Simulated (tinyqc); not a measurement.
Inside a calculation. Method: exchange-only LDA atom on a uniform radial grid, spin-unpolarised, for Be. Computed by tinyqc, a small Python program that keeps every step. Settings: Z = 4, points = 192, R = 17.3, functional = Slater exchange alone, mixing = 0.4, iteration cap = 66. Command: `OMP_NUM_THREADS=1 python tinyqc.py 24529 24530 out.jsonl` (the two numbers bound the seeds that draw the settings). One thread of a shared host (Intel(R) Xeon(R) Processor @ 2.60GHz), about 0.3 s of CPU time with the checks. Later iterations appear only in the table of the cycle.

## Iteration 1

Spherical atom on a uniform radial grid r_j = j h with h = R/(N + 1), h sum u^2 = 1 and integrals as h times sums, u(0) = u(R) = 0 (atomic units):
```
parameter            value
Z                        4
points N               192
R                17.300000
h                 0.089637
mixing            0.400000
electrons in 1s          2
electrons in 2s          2
```

Three-point differences turn -u''/2 + [l(l+1)/2r^2 - Z/r + V] u = e u into a tridiagonal matrix (diagonal 1/h^2 + potential, off-diagonal -1/2h^2). D = sum f u^2; the Hartree potential y/r solves y'' = -D/r with y(0) = 0, y(R) = N_e; v_xc comes from rho = D/(4 pi r^2); E = sum f e - int D V + int D (V_H/2 + eps_xc); V(new) = V + mixing (V_H + v_xc - V).

eigenvalues (hartree): 1s -7.758193, 2s -1.984183

Every 12th grid point:
```
r              V in     u(1s)      u(2s)         D       V_H       v_xc
1.075648   0.000000  0.246576  -0.806453  1.422333  3.237733  -0.453741
2.151295   0.000000  0.007282  -0.549376  0.603733  1.840765  -0.214817
3.226943   0.000000  0.000161  -0.160428  0.051474  1.239042  -0.072153
4.302591   0.000000  3.18e-06  -0.035125  0.002468  0.929660  -0.021637
5.378238   0.000000  5.86e-08  -0.006631  0.000088  0.743738  -0.006136
6.453886   0.000000  1.04e-09  -0.001143  2.61e-06  0.619782  -0.001683
7.529534   0.000000  1.79e-11  -0.000185  6.87e-08  0.531241  -0.000451
8.605181   0.000000         0  -0.000029  1.65e-09  0.464836  -0.000119
9.680829   0.000000         0  -4.31e-06  3.71e-11  0.413188  -0.000031
10.756477  0.000000         0  -6.29e-07         0  0.371869   0.000000
11.832124  0.000000         0  -9.00e-08         0  0.338063   0.000000
12.907772  0.000000         0  -1.27e-08         0  0.309891   0.000000
13.983420  0.000000         0  -1.75e-09         0  0.286053   0.000000
15.059067  0.000000         0  -2.40e-10         0  0.265621   0.000000
16.134715  0.000000         0  -3.20e-11         0  0.247913   0.000000
17.210363  0.000000         0          0         0  0.232418   0.000000
```

total energy = -12.82603423 hartree

## Iteration 2

As before.

eigenvalues (hartree): 1s -5.711934, 2s -1.067844

Every 12th grid point:
```
r              V in     u(1s)      u(2s)         D       V_H       v_xc
1.075648   1.113597  0.297824  -0.632836  0.978362  3.061332  -0.400535
2.151295   0.650379  0.013528  -0.652896  0.852913  1.808793  -0.241040
3.226943   0.466756  0.000486  -0.294573  0.173548  1.236264  -0.108193
4.302591   0.363209  0.000016  -0.102442  0.020989  0.929478  -0.044167
5.378238   0.295041  4.98e-07  -0.031365  0.001967  0.743727  -0.017290
6.453886   0.247239  1.51e-08  -0.008904  0.000159  0.619781  -0.006614
7.529534   0.212316  4.51e-10  -0.002404  0.000012  0.531241  -0.002493
8.605181   0.185887  1.32e-11  -0.000626  7.83e-07  0.464836  -0.000930
9.680829   0.165263         0  -0.000159  5.03e-08  0.413188  -0.000344
10.756477  0.148748         0  -0.000039  3.09e-09  0.371869  -0.000127
11.832124  0.135225         0  -0.000010  1.84e-10  0.338063  -0.000046
12.907772  0.123956         0  -2.30e-06  1.06e-11  0.309891  -0.000017
13.983420  0.114421         0  -5.47e-07         0  0.286053   0.000000
15.059067  0.106248         0  -1.28e-07         0  0.265621   0.000000
16.134715  0.099165         0  -2.87e-08         0  0.247913   0.000000
17.210363  0.092967         0  -1.50e-09         0  0.232418   0.000000
```

total energy = -13.44243929 hartree

## Convergence

Stop when input and output potentials agree to 1e-7.

Course of the cycle (hartree):
```
iteration             E      e(1s)      e(2s)  largest |V(out) - V(in)|
1          -12.82603423  -7.758193  -1.984183                  6.76e+00
2          -13.44243929  -5.711934  -1.067844                  3.46e+00
3          -13.66261308  -4.650962  -0.617319                  1.71e+00
4          -13.73338048  -4.114691  -0.393988                  8.12e-01
5          -13.75366642  -3.851295  -0.282541                  3.75e-01
6          -13.75885844  -3.725395  -0.226637                  1.73e-01
7          -13.76007001  -3.666446  -0.198404                  7.90e-02
8          -13.76033608  -3.639167  -0.183992                  3.69e-02
9          -13.76039269  -3.626592  -0.176527                  1.74e-02
10         -13.76040462  -3.620781  -0.172594                  8.27e-03
11         -13.76040716  -3.618077  -0.170485                  4.01e-03
...                 ...        ...        ...                       ...
21         -13.76040788  -3.615604  -0.167870                  1.31e-05
22         -13.76040788  -3.615602  -0.167866                  7.80e-06
23         -13.76040788  -3.615601  -0.167863                  4.64e-06
24         -13.76040788  -3.615600  -0.167861                  2.76e-06
25         -13.76040788  -3.615600  -0.167860                  1.65e-06
26         -13.76040788  -3.615600  -0.167860                  9.83e-07
27         -13.76040788  -3.615600  -0.167859                  5.87e-07
28         -13.76040788  -3.615600  -0.167859                  3.50e-07
29         -13.76040788  -3.615600  -0.167859                  2.09e-07
30         -13.76040788  -3.615600  -0.167859                  1.25e-07
31         -13.76040788  -3.615600  -0.167859                  7.46e-08
```

Converged in 31 iterations. A uniform grid resolves the cusp poorly: for a bare nucleus this grid gives 1s at -7.75819 against -Z^2/2 = -8 hartree. Before convergence this energy mixes input and output and is not variational, so it may rise towards its limit.
